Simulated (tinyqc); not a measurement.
# Undoped symmetric double-gate MOSFET, analytic potential model: what changes with what

An undoped body of thickness ts between two equal insulators and tied gates; long channel, electrons only, n = ni exp((psi - V)/Vt) with V the quasi-Fermi potential (0 at the source, Vd at the drain), constant mobility, no quantisation. Across the body psi(x) = V - 2 Vt ln[(ts/(2 beta)) sqrt(q ni/(2 eps0 eps_r Vt)) cos(2 beta x/ts)], x from the centre. Q is the electron charge per area of the whole body.

Values chosen for this exercise; material values close to those of silicon:
```
symbol,value,unit,meaning
T,400,K,temperature
Eg,1.14,eV,band gap
eps_r,11.6,,relative permittivity of the semiconductor
Nc,4.33e19,cm^-3,conduction-band density of states at T
Nv,4.16e19,cm^-3,valence-band density of states at T
eox,7.75,,relative permittivity of the gate insulator
tox,2.6,nm,insulator thickness
ts,5,nm,body thickness
dphi,0.01,V,gate work function less that of the intrinsic body
mu,350,cm^2/(V s),channel mobility
L,0.2,um,gate length
Vd,0.8,V,drain voltage
```

Constants: q = 1.602176634e-19 C, kB = 1.380649e-23 J/K, Vt = kB T/q, eps0 = 8.8541878128e-14 F/cm where lengths are in cm. Results are converted to the units shown.

Each table varies one quantity; the others keep the values above.

## Transfer curve and volume inversion

ni = sqrt(Nc Nv) exp(-Eg/(2 Vt)), Eg in volts; r = eps_r tox/(eox ts); V0 = dphi + 2 Vt ln[(2/ts) sqrt(2 eps0 eps_r Vt/(q ni))]. beta (between 0 and pi/2) solves (Vg - V0 - V)/(2 Vt) = ln(beta) - ln(cos beta) + 2 r beta tan(beta). Q = 8 eps0 eps_r Vt beta tan(beta)/ts; I = mu (1/L)(4 eps0 eps_r/ts)(2 Vt)^2 [g(beta_s) - g(beta_d)] per width, g = beta tan(beta) - beta^2/2 + r beta^2 tan^2(beta), with beta_s at V = 0 and beta_d at V = Vd. The drop is psi(surface) - psi(centre) at the source end; C = dQs/dVg, Cg = 2 eps0 eox/tox; gm = dI/dVg.

Results:

| Vg (V) | Qs (nC/cm^2) | drop (mV) | C/Cg | I (uA/um) | gm/I (1/V) |
|---|---|---|---|---|---|
| 0.22 | 0.09894 | 0.006021 | 5.434e-4 | 0.005970 | 29.00 |
| 0.37 | 7.318 | 0.4444 | 0.03835 | 0.4522 | 28.32 |
| 0.52 | 180.8 | 10.44 | 0.4555 | 17.39 | 18.19 |
| 0.82 | 1261 | 55.70 | 0.8023 | 373.9 | 5.904 |
| 0.97 | 1918 | 74.39 | 0.8530 | 790.3 | 4.248 |
| 1.12 | 2607 | 89.98 | 0.8841 | 1384 | 3.295 |
| 1.27 | 3316 | 103.2 | 0.9050 | 2155 | 2.627 |
| 1.42 | 4039 | 114.5 | 0.9198 | 3052 | 2.041 |

Estimate the missing row, Vg = 0.67 V.

Computed row:

| Vg (V) | Qs (nC/cm^2) | drop (mV) | C/Cg | I (uA/um) | gm/I (1/V) |
|---|---|---|---|---|---|
| 0.67 | 659.4 | 33.50 | 0.7063 | 123.4 | 9.348 |

With this row back in the table: The current rises from 0.00597 to 3050 uA/um. In the first row gm/I is 29.0 1/V, 0.033 % below 1/Vt: with no depletion charge the whole body follows the gate, and the swing is ideal. The drop between surface and centre goes from 0.0060 to 114 mV and passes Vt at Vg = 0.82 V among the rows; below that the density varies across the body by less than a factor of e (volume inversion). C reaches 0.92 of Cg in the last row. For Vg = 0.67 to 1.42 V the surface density at the source passes 0.3 Nc, where Boltzmann statistics fail. For Vg = 0.82 to 1.42 V mu V/L, with V the smaller of Vd and Vg - V0, passes 3e6 cm/s, so velocity saturation would lower the current. In every row the body is thin enough for quantum confinement, left out here, to raise the threshold.

## Effect of the body thickness

Q = 8 eps0 eps_r Vt beta tan(beta)/ts; I = mu (1/L)(4 eps0 eps_r/ts)(2 Vt)^2 [g(beta_s) - g(beta_d)] per width, g = beta tan(beta) - beta^2/2 + r beta^2 tan^2(beta), with beta_s at V = 0 and beta_d at V = Vd.  I(low) is taken at Vg = 0.27 V, Qs and I(high) at Vg = 1.02 V.

Effect of the body thickness:

| ts (nm) | V0 (V) | I(low) (nA/um) | Qs(high) (nC/cm^2) | I(high) (uA/um) |
|---|---|---|---|---|
| 1.7 | 0.5926 | 8.658 | 2093 | 891.4 |
| 2.3 | 0.5718 | 11.71 | 2113 | 916.6 |
| 3.3 | 0.5469 | 16.80 | 2132 | 943.0 |
| 4.6 | 0.5240 | 23.41 | 2143 | 963.5 |
| 6.4 | 0.5012 | 32.55 | 2150 | 980.3 |
| 8.9 | 0.4785 | 45.22 | 2155 | 993.8 |
| 12 | 0.4579 | 60.88 | 2158 | 1003 |

What does the comparison show?

As ts goes from 1.7 to 12 nm, I(low) rises from 8.66 to 60.9 nA/um and I(high) rises from 891 to 1000 uA/um. On average I(low) goes as ts^(1.00) and I(high) goes as ts^(0.06). Below threshold the charge is proportional to the cross-section of the body; above it the insulator sets the charge. In every row the surface density at the source at the higher gate voltage passes 0.3 Nc, where Boltzmann statistics fail. In every row mu V/L at the higher gate voltage, with V the smaller of Vd and Vg - V0, passes 3e6 cm/s, so velocity saturation would lower the current. For ts = 1.7 to 6.4 nm the body is thin enough for quantum confinement, left out here, to raise the threshold.

## Effect of the gate work function less that of the intrinsic body

Same model as above.

Effect of the gate work function less that of the intrinsic body:

| dphi (V) | V0 (V) | I(low) (nA/um) | Qs(high) (nC/cm^2) | I(high) (uA/um) |
|---|---|---|---|---|
| -0.14 | 0.36823 | 1798.0 | 2841.4 | 1621.7 |
| -0.09 | 0.41823 | 452.20 | 2607.0 | 1383.7 |
| -0.04 | 0.46823 | 108.02 | 2374.8 | 1165.8 |
| 0.01 | 0.51823 | 25.439 | 2145.2 | 968.10 |
| 0.06 | 0.56823 | 5.9703 | 1918.4 | 790.34 |
| 0.11 | 0.61823 | 1.4000 | 1695.1 | 632.28 |
| 0.16 | 0.66823 | 0.32824 | 1475.8 | 493.58 |

As dphi goes from -0.14 to 0.16 V, I(low) falls from 1800 to 0.328 nA/um and I(high) falls from 1620 to 494 uA/um. V0 rises from 0.368 to 0.668 V. In every row the surface density at the source at the higher gate voltage passes 0.3 Nc, where Boltzmann statistics fail. In every row mu V/L at the higher gate voltage, with V the smaller of Vd and Vg - V0, passes 3e6 cm/s, so velocity saturation would lower the current. In every row the body is thin enough for quantum confinement, left out here, to raise the threshold.

Numbers from tinyqc (`OMP_NUM_THREADS=1 python tinyqc.py 2440006 2440007 out.jsonl`; about 0.01 s on one thread of a shared Intel Xeon 2.30GHz).
